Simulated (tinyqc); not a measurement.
Inside a calculation. Method: CCSD on RHF in the 6-311g basis, for He, spin multiplicity 1. One step of it, computed by the program tinyqc.

Question. Iteration 6 (converged): orbitals. Diagonalise F' = X^T F X, C = X C', fill 1 alpha and 1 beta electrons from the bottom; D = 2 C_occ C_occ^T. Each column has its largest component positive (the first on a tie).

converged F (hartree), lower triangle:
```
           1He 1s     1He 2s     1He 3s
1He 1s   1.373498
1He 2s  -1.206232  -0.594454
1He 3s  -1.105840  -0.698399  -0.371933
```

X, lower triangle:
```
           1He 1s     1He 2s    1He 3s
1He 1s   1.316564
1He 2s  -0.645914   1.855498
1He 3s   0.150682  -0.771405  1.436671
```

Give: F' = X^T F X; orbital energies; coefficients C; D after iteration 6.

Answer.

F' = X^T F X (hartree), lower triangle:
```
         1        2       3
1   3.8730
2  -3.1748   2.0937
3  -0.1493  -0.9315  0.2594
```

orbital energies (hartree): MO1 -0.9169, MO2 0.8294, MO3 6.3135

coefficients C:
```
           MO1      MO2      MO3
1He 1s  0.2636  -0.1380  -1.4439
1He 2s  0.4875  -1.1540   1.6988
1He 3s  0.3974   1.4279  -0.6963
```

D after iteration 6, lower triangle:
```
        1He 1s  1He 2s  1He 3s
1He 1s  0.1389
1He 2s  0.2570  0.4753
1He 3s  0.2095  0.3875  0.3159
```
